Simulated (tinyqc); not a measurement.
# Worked calculation: MOSFET in saturation, small-signal circuit and noise

Computed by the program tinyqc: `OMP_NUM_THREADS=1 python tinyqc.py 2150052 2150053 out.jsonl`, one thread of a shared Intel Xeon 2.30GHz, about 0.01 s for the whole run. Printed values are rounded.

Bias by the inversion coefficient IC = I/Ispec (charge-based model with velocity saturation; weak inversion below 0.1, strong above 10). Common-source circuit: gm, gds, Cgs, Cgd and Cj at the inner nodes, Rg in series with the gate; quasi-static, no source or drain resistance, no gate-body capacitance, no substrate network, no induced gate noise, so fmax is an upper estimate.

Values chosen for this exercise:

| symbol | value | unit | meaning |
|---|---|---|---|
| T | 325 | K | temperature |
| L | 180 | nm | gate length |
| W | 80 | um | total gate width |
| Cox | 2.22 | uF/cm^2 | gate capacitance |
| mu | 120 | cm^2/(V s) | mobility |
| n | 1.43 |  | slope factor |
| Ls | 20 | nm | velocity-saturation length |
| sg | 0.018 |  | ratio gds/gm |
| Cov | 0.35 | fF/um | overlap and fringe capacitance per side |
| Cj | 0.7 | fF/um | drain junction capacitance |
| Rsh | 10 | ohm | sheet resistance of the gate |
| Wf | 1 | um | finger width |
| Rc | 300 | ohm um | gate contact and vertical resistance |
| IC | 0.079 |  | inversion coefficient |
| gw | 0.06 |  | short-channel excess of the noise factor |
| Nt | 9.7e16 | cm^-3 eV^-1 | oxide trap density |
| lt | 0.1 | nm | tunnelling length into the oxide |
| ac | 10000 | V s/C | Coulomb scattering coefficient |
| f | 0.2 | GHz | signal frequency |

Constants: q = 1.602176634e-19 C, kB = 1.380649e-23 J/K, Vt = kB T/q. Results are converted to the units shown.

Range of the model: fmax exceeds 4 fT, where channel resistance and substrate losses, left out here, would cap it.

## Current, transconductance and gain

Ispec = 2 n mu Cox (W/L) Vt^2, lc = Ls/L, gms = [sqrt((lc IC + 1)^2 + 4 IC) - 1]/[2 + lc (lc IC + 1)], gm = gms Ispec/(n Vt), gds = sg gm.

Ispec = 265.6013 uA
I = 20.98250 uA
gms = 0.07330672
gm = 0.4861628 mS
gds = 0.008750930 mS
gm/I = 23.16991 1/V

gm/I is 92.8 % of its weak-inversion limit 1/(n Vt); without velocity saturation (lc = 0) gms would be 0.0736.

## Capacitances, gate resistance and cut-off frequencies

qs = [sqrt(1 + 4 IC) - 1]/2, Cgs = Cox W L qs (2 qs + 3)/(3 (qs + 1)^2) + Cov W, Cgd = Cov W, Cd = Cj W, Rg = Rsh (Wf/L)/(12 Nf) + Rc/W with Nf = W/Wf fingers (not rounded) contacted at both ends. fT = gm/(2 pi (Cgs + Cgd)), fmax = fT/(2 sqrt(Rg (gds + 2 pi fT Cgd))).

Cgs = 49.41076 fF
Cgd = 28 fF
Cd = 56 fF
Rg = 3.807870 ohm
fT = 0.9995408 GHz
fmax = 18.85013 GHz

Overlap and fringe make up 72.3 % of the gate capacitance; fmax is 18.9 times fT.

## Admittance matrix

Inner admittances at w = 2 pi f: y11 = i w (Cgs + Cgd), y12 = -i w Cgd, y21 = gm - i w Cgd, y22 = gds + i w (Cgd + Cd). Invert to Z, add Rg to Z11 and invert back to Y.

inner y (mS):
```
                      1                     2
1  0.0000000+0.0972772i  0.0000000-0.0351858i
2  0.4861628-0.0351858i  0.0087509+0.1055575i
```

Y with Rg (mS):
```
                      1                      2
1  0.0000360+0.0972772i  -0.0000130-0.0351858i
2  0.4861497-0.0353659i   0.0087557+0.1056226i
```

## Current gain and unilateral power gain

|h21| = |Y21/Y11|; U = |Y21 - Y12|^2/(4 [Re Y11 Re Y22 - Re Y12 Re Y21]). Extrapolated at 20 dB a decade: f |h21| and f sqrt(U).

|h21| = 5.010776
U = 8883.187
f |h21| = 1.002155 GHz
f sqrt(U) = 18.85013 GHz

f |h21| is 0.26 % above the formula for fT, and f sqrt(U) within 0.01 % of that for fmax.

## Noise at the gate

Channel noise Sid = 4 kB T gam n gm with gam = (1/2 + (2/3) qs)/(1 + qs) + gw lc IC, qs = [sqrt(1 + 4 IC) - 1]/2, lc = Ls/L (the last term an empirical rise with velocity saturation); at the gate, white noise Sw = Sid/gm^2 + 4 kB T Rg. Number fluctuation with correlated mobility: S(f) = K/f, K = q^2 Vt lt Nt/(W L Cox^2) (1 + ac mu Cox I/gm)^2, Vt in eV with Nt per eV. Corner fc = K/Sw. Full shot noise would be 2 q I.

gam = 0.5119503
Sid = 6.388107e-24 A^2/Hz
Sid/(2 q I) = 0.9501112
sqrt(Sw) = 5.205384 nV/Hz^0.5
K = 1.221552e-12 V^2
fc = 0.04508233 MHz

The gate resistance gives 0.25 % of the white noise power. In weak inversion gm = I/(n Vt), so with gam = 1/2 the thermal formula equals shot noise.
